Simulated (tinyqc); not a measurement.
Two-sublattice mean-field magnet: ferrimagnet, compensation points and susceptibility: one step, computed by the program tinyqc.

A random alloy A(1-x)B(x) with H = -sum over pairs J S_i.S_j. a = <S_A> and b = <S_B> are taken along z, a > 0. Exchange fields: h_A = (1 - x) zJ_AA a + x zJ_AB b, h_B = (1 - x) zJ_AB a + x zJ_BB b; a = S_A B_(S_A)(S_A h_A/(k_B T)) and likewise for b, with the Brillouin function B_S(y) = [(2S + 1)/(2S)] coth[(2S + 1) y/(2S)] - [1/(2S)] coth[y/(2S)].

Task: First step. Start from a = S_A, b = -S_B and apply the equations once.

Inputs (values chosen for the exercise, for a model ferrimagnet):

| quantity | value | unit |
|---|---|---|
| spin S_A | 1.5 | - |
| spin S_B | 3.5 | - |
| fraction x of B sites | 0.14 | - |
| z J_AA | 20.8 | meV |
| z J_BB | 0.92 | meV |
| z J_AB | -7.6 | meV |

T = 62.01852 K

Constants: k_B = 8.617333262e-05 eV/K.

Give: h_A; h_B; new a; new b.

Result:

h_A = 30.556 meV

h_B = -10.2548 meV

new a = 1.4967

new b = -3.3280
